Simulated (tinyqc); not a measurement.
# Changing the length of the depleted extension L_n

Model: lateral field, substrate current, probability of reaching the oxide barrier and hot-carrier lifetime of a silicon transistor (pseudo-two-dimensional and lucky-electron models). Computed by tinyqc, a small Python program. Command: `OMP_NUM_THREADS=1 python tinyqc.py 3003146 3003147 out.jsonl hotcar sweep`. One thread of a shared host (Intel(R) Xeon(R) Processor @ 2.30GHz), about 0.01 s of CPU time with the checks.

Local-field models: a lucky carrier gains its energy at the peak field over a path free of collisions. Voltages are magnitudes.

Inputs (values chosen for the exercise, modelled on a silicon n-channel):

| quantity | value | unit |
|---|---|---|
| channel length L | 810 | nm |
| oxide thickness t | 19 | nm |
| junction depth x_j | 200 | nm |
| mobility mu | 400 | cm^2/(V s) |
| saturation velocity v_s | 0.85 | 1e7 cm/s |
| threshold voltage V_T | 0.46 | V |
| gate voltage V_G | 5.2 | V |
| drain voltage V_D | 8.3 | V |
| ionisation prefactor A_i | 1.9e+06 | 1/cm |
| ionisation field B_i | 1.62 | MV/cm |
| hot-carrier mean free path lambda | 7.7 | nm |
| oxide barrier phi_b | 3.1 | eV |
| interface-trap threshold phi_it | 3.6 | eV |
| lifetime constant H | 100 | s microampere/micrometre |

Drain: lightly doped extension.

Constants: eps_0 = 8.8541878128e-12 F/m.

Method:
- C_ox = 3.9 eps_0/t; F_sat = 2 v_s/mu; V_Dsat = V_ov F_sat L/(V_ov + F_sat L), V_ov = V_G - V_T; I_D/W = C_ox v_s (V_ov - V_Dsat).
- Scale length l = 0.22 t^(1/3) x_j^(1/2) (all in cm); F_m = sqrt(((V_D - V_Dsat)/l_e)^2 + F_sat^2), with l_e = l + L_n; length of the velocity-saturated region l_e ln((V_D - V_Dsat)/(l_e F_sat) + F_m/F_sat).
- Substrate current I_sub/I_D = (A_i/B_i)(V_D - V_Dsat) exp(-B_i/F_m); probability of reaching the oxide barrier exp(-phi_b/(e lambda F_m)); lifetime tau = (H/(I_D/W)) exp(phi_it/(e lambda F_m)).
- V_10 solves tau = 3.156e8 s at the given V_G. The extrapolation fits ln(tau) against 1/V_D at 1, 1.08, 1.16 and 1.25 times the given V_D (rounded to 3 digits) by least squares and reads off the same tau.

One run for each value:

| length of the depleted extension L_n (nm) | peak field F_m (kV/cm) | substrate current I_sub/W (microampere/micrometre) | lifetime tau (s) | ten-year drain voltage V_10 (V) |
|---|---|---|---|---|
| 9.5 | 481.92 | 108.80 | 3.8522e+03 | 4.8628 |
| 15.0 | 462.71 | 94.63 | 5.7631e+03 | 4.9829 |
| 24.0 | 434.41 | 75.33 | 1.1131e+04 | 5.1794 |
| 38.0 | 396.75 | 52.87 | 3.0922e+04 | 5.4852 |
| 60.0 | 349.34 | 30.38 | 1.5303e+05 | 5.9656 |
| 150.0 | 235.81 | 3.26 | 9.6146e+07 | 7.9310 |

Give the missing row, length of the depleted extension L_n (nm) = 95.0.

Computed row; columns: (1) length of the depleted extension L_n (nm); (2) peak field F_m (kV/cm); (3) substrate current I_sub/W (microampere/micrometre); (4) lifetime tau (s); (5) ten-year drain voltage V_10 (V):
```
(1)      (2)    (3)         (4)     (5)
95.0  293.87  12.66  1.9137e+06  6.7299
```

Interpolating between the two neighbouring rows (the first column on a logarithmic scale, the others too where they are positive) misses most in lifetime tau (s), by 100 %. Over the rows, peak field F_m (kV/cm) falls from 482 to 236 (exponent d ln y / d ln x -0.089 between the first rows and -0.48 between the last); substrate current I_sub/W (microampere/micrometre) falls from 109 to 3.26 (exponent d ln y / d ln x -0.31 between the first rows and -3.0 between the last); lifetime tau (s) rises from 3850 to 9.61e7 (exponent d ln y / d ln x 0.88 between the first rows and 8.6 between the last). The extension spreads the same voltage over a longer distance; its series resistance, left out, is the price. Left out: 240 (the saturated region would fill the channel).

Caution (rows 9.50, 15.0, 24.0, 38.0): multiplication above 10 % feeds back on the field and the source barrier (snapback), which the model leaves out. Caution (rows 60.0, 95.0, 150): the saturated region fills most of the channel, so the split into two regions is rough.

Extremes, crossings and ranges named in words are read from the listed rows.
